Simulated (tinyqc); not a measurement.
Raman shift of the zone-centre optical phonon of a diamond-structure crystal under stress: one step, computed by the program tinyqc.

Axes x, y, z are the cube axes. Strain shifts the threefold optical mode and can split it; p, q and r are the phonon deformation potentials.

Question. Heating mistaken for stress. A temperature above 300 K shifts the line by (d omega/dT)(T - 300 K); divided by the shift per stress it poses as a stress; the total shift adds it to the shift of the observed line. The anti-Stokes to Stokes ratio is [(omega_L + omega_0)/(omega_L - omega_0)]^3 exp(-h c omega_0/(k_B T)) in photon counts, omega_L = 1/wavelength, resonance effects left out.

Inputs (values chosen for the exercise, modelled on silicon):
```
quantity                             value      unit
unstrained frequency omega_0         519.8      1/cm
temperature coefficient d omega/dT  -0.023  1/(cm K)
local temperature T                    450         K
laser wavelength                       488        nm
```

Stress state: uniaxial. Axis: [111].

shift per stress = -1.871671 1/(cm GPa)

shift of the observed line = -0.3743343 1/cm

Constants: h = 6.62607015e-34 J s; c = 299792458 m/s; k_B = 1.380649e-23 J/K.

Give: thermal shift; apparent stress from heating; total shift; anti-Stokes/Stokes ratio.

Answer.

thermal shift = -3.45 1/cm

apparent stress from heating = 1.8433 GPa

total shift = -3.8243 1/cm

anti-Stokes/Stokes ratio = 0.22097

Caution: this stress has components normal to the (001) face, so it cannot reach a free (001) surface; it can act on buried material.
